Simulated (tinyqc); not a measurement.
Inside a calculation: metal-induced gap states at the contact of a metal chain and a two-band chain. Values are carried at full precision from step to step, so a last printed digit may differ when a step is redone from the rounded ones.

The semiconductor alternates sites A at -Eg/2 and C at +Eg/2 with hopping -t; the gap runs from -Eg/2 to Eg/2. In the gap cosh(q a) = 1 + (Eg^2/4 - E^2)/(2 t^2) and the amplitude changes by -exp(-q a) a period. The metal has site energy 0 and hopping -tm; its end site has g_m = (E - i sqrt(4 tm^2 - E^2))/(2 tm^2). Sites 1, 2, ... count into the semiconductor, with energies e1, e2 alternating. The clean half chain has g1 = 1/(E - e1 - t^2 g2), g2 = 1/(E - e2 - t^2 g1), decaying root. With the contact G11 = 1/(1/g1 - tc^2 g_m), and the density on site j is -Im G_jj/pi = |psi_j/psi_1|^2 (-Im G11/pi), per spin, with psi_2/psi_1 = -t g2, psi_3/psi_2 = -t g1.

Constants: e^2/(4 pi eps0) = 14.39964547 eV angstrom.

Inputs chosen for the exercise (gap and optical dielectric constant near those of Ge; the chain itself is a model; the results hold for these values, not for the real material): Eg = 0.67 eV (gap); t = 3.05 eV (hopping in the semiconductor); a = 4 angstrom (period (two sites); one chain for each area a^2); E = 0.08 eV (energy from mid-gap); tm = 1.83 eV (hopping in the metal); tc = 2.56 eV (hopping across the contact); end = C (site that touches the metal); eps = 16.6 (dielectric constant).

## Decay in the gap

Form cosh(q a), l = exp(-q a), q and the decay length 1/(2q) of the density.

cosh(q a) = 1.00569
l = 0.89888
q = 0.02665 1/angstrom
xi, the decay length of the density = 18.760 angstrom

## Green functions

The decaying root is g1 = (1 - l)/(E - e1), g2 = (1 - l)/(E - e2), l = exp(-q a). Form them, g_m and G11.

g1, g2 (1/eV): -0.39656  0.24367

g_m = 0.01194-0.54632i 1/eV
G11 = -0.13280-0.18287i 1/eV

## Density site by site

D1 = -Im G11/pi, D2 = (t g2)^2 D1, and each further period multiplies by l^2. The sum over all sites is (D1 + D2)/(1 - l^2). The Green functions stand in the order g1, g2.

density on sites 1 to 8 (1/eV): 0.05821  0.03215  0.04703  0.02598  0.03800  0.02099  0.03070  0.01696

Ds, the density per spin summed over the semiconductor = 0.47057 1/eV

The first period holds 19 % of the gap states at this energy.

## Pinning factor

Gap states per area N = 2 Ds/a^2 (two spins). Charge in them sits a distance xi from the metal, so S = 1/(1 + 4 pi e^2 N xi/eps), e^2 meaning e^2/(4 pi eps0); S is the change of the barrier per change of the metal work function.

N = 5.882e+14 1/(eV cm^2)
4 pi e^2 N xi/eps = 12.0291
S = 0.0768

Strong pinning, near the Bardeen limit S = 0.

## Checks

- g1 from the closed form against decimation: both -0.396556.

Computed by tinyqc, a small Python program: `OMP_NUM_THREADS=1 python tinyqc.py 1480069 1480070 out.jsonl` (the numbers bound the seed that draws the inputs); one thread of a shared host (Intel(R) Xeon(R) Processor @ 2.30GHz), about 0.01 s for the whole set of steps.
